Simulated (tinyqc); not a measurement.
From rigid to soft shells: rigid-ion and shell models of the dielectric response of an ionic crystal. Computed by tinyqc, a small Python program. Command: `OMP_NUM_THREADS=1 python tinyqc.py 3022256 3022257 out.jsonl shell walk`. One thread of a shared host (Intel(R) Xeon(R) Processor @ 2.30GHz), about 0.01 s of CPU time with the checks.

Charges +Z and -Z; 6 nearest neighbours, Madelung constant M = 1.747565, volume per ion pair Omega = 2.000000 d^3. Energy per pair U = -M Z^2 e2/d + 6 A exp(-d/rho), e2 = e^2/(4 pi eps_0). In the shell model the anion is a core of charge Y - Z and a massless shell of charge -Y, joined by the spring k; the repulsion acts on the shell. Each ion feels the Lorentz field E + (4 pi/3) P (Gaussian units).

Inputs (values chosen for the exercise, for a model crystal): nearest-neighbour distance d = 2.39 angstrom; ionic charge Z = 0.904 e; hardness d/rho = 8.62; cation mass = 104 u; anion mass = 79.9 u; shell charge size Y = 2.03 e; core-shell spring k = 34.9 eV/angstrom^2; cation polarisability alpha_+ = 0.51 angstrom^3.

Structure: rock salt.

Constants: e^2/(4 pi eps_0) = 14.39964548 eV angstrom; 1 eV/angstrom^3 = 160.2176634 GPa; nu for 1 eV/(angstrom^2 u) = 15.6333042 THz; 1 THz = 33.35640952 1/cm.

Method:
- Zero pressure fixes 6 A exp(-d/rho) = M Z^2 e2 rho/d^2. Then U = -(M Z^2 e2/d)(1 - rho/d), B = M Z^2 e2 (d/rho - 2)/(9 Omega d), and the spring of one sublattice against the other is R = (1/3) x (Laplacian of the repulsion summed over neighbours) = M Z^2 e2 (d/rho - 2)/(3 d^3), so R = 3 B Omega/d^2.
- With C = 4 pi Z^2 e2/(3 Omega): mu lambda_TO = R - C, mu lambda_LO = R + 2 C; eps_inf = 1 and eps_s = lambda_LO/lambda_TO.
- lambda in eV/(angstrom^2 u) gives the wavenumber 15.6333042 x 33.35640952 x sqrt(lambda); mu is the reduced mass.
- Eliminating the shell gives the anion polarisability alpha_- = Y^2 e2/(k + R), the Szigeti charge Z_S = Z - Y R/(k + R) and the softened spring R' = k R/(k + R). With b = 4 pi (alpha_+ + alpha_-)/(3 Omega): eps_inf = (1 + 2b)/(1 - b) (Clausius-Mossotti); Born charge Z* = Z_S (eps_inf + 2)/3.
- mu lambda_TO = R' - (4 pi e2/(3 Omega)) Z_S^2/(1 - b); mu lambda_LO = mu lambda_TO + 4 pi e2 Z*^2/(eps_inf Omega); eps_s = eps_inf lambda_LO/lambda_TO.

repulsive spring R = 3.32403 eV/angstrom^2

volume Omega = 27.3038 angstrom^3

omega_LO, rigid ions = 204.288 1/cm

Response against the core-shell spring:
```
k (eV/angstrom^2)  eps_inf      Z_S      Z*  omega_TO (1/cm)  omega_LO (1/cm)   eps_s
28                  2.7533  0.68858  1.0910           88.848           158.55  8.7675
35                  2.3846  0.72793  1.0639           89.295           164.03  8.0461
45                  2.0907  0.76436  1.0423           89.649           169.59  7.4815
63                  1.8241  0.80226  1.0226           89.970           175.96  6.9769
91                  1.6353  0.83246  1.0087           90.196           181.53  6.6239
140                 1.4955  0.85692  0.9985           90.364           186.42  6.3649
280                 1.3722  0.88018  0.9894           90.511           191.43  6.1379
1000                1.2870  0.89727  0.9831           90.612           195.35  5.9820
```

What follows from these numbers?

From the stiffest to the softest shell eps_inf rises from 1.29 to 2.75 and Z_S falls from 0.90 to 0.69; omega_LO moves by -19 % and omega_TO by -1.9 %. Screening by eps_inf cuts the LO frequency, which rigid ions overstate (rigid ions: 204 per cm); eps_s goes from 5.98 to 8.77.
